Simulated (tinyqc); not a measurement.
Haynes-Shockley experiment: drift, diffusion and decay of a minority-carrier pulse: one step, computed by the program tinyqc. Command: `OMP_NUM_THREADS=1 python tinyqc.py 3114051 3114052 out.jsonl haynes walk`. One thread of a shared host (Intel(R) Xeon(R) Processor @ 2.30GHz), about 0.01 s of CPU time with the checks.

A thin sheet of excess carriers is made at x = 0, t = 0 in a long uniform bar; injection is low, so the pulse moves with the minority mobility.

Problem. Two distances. dn(x, t) = N0/sqrt(4 pi D t) exp(-(x - v t)^2/(4 D t) - t/tau). At fixed x the signal peaks where d ln(dn)/dt = 0: a t^2 + t/2 - x^2/(4 D) = 0 with a = v^2/(4 D) + 1/tau. Differences remove part of the bias: mu = (d2 - d)/(F (t_p2 - t_p)). The time-integrated signal is A(x) = (N0/u) exp(x (v - u)/(2 D)), u = sqrt(v^2 + 4 D/tau); the simple lifetime is tau = (t_p2 - t_p)/ln(A(d)/A(d2)).

Inputs (values chosen for the exercise, modelled on electrons in p-type germanium in a lightly doped bar):
```
quantity                     value         unit
lifetime tau                    76  microsecond
temperature T                  300            K
field F                         29         V/cm
distance d to the collector   0.99           cm
second distance d2               2           cm
```

drift velocity v = 113100 cm/s

D = 100.8228 cm^2/s

time of the peak t_p = 8.743625 microsecond

Give: t_p2; mobility from two distances; area ratio A(d)/A(d2); lifetime from areas.

Solution.

t_p2 = 17.7 microsecond

mobility from two distances = 3901 cm^2/(V s)

area ratio A(d)/A(d2) = 1.12

lifetime from areas = 76.0 microsecond
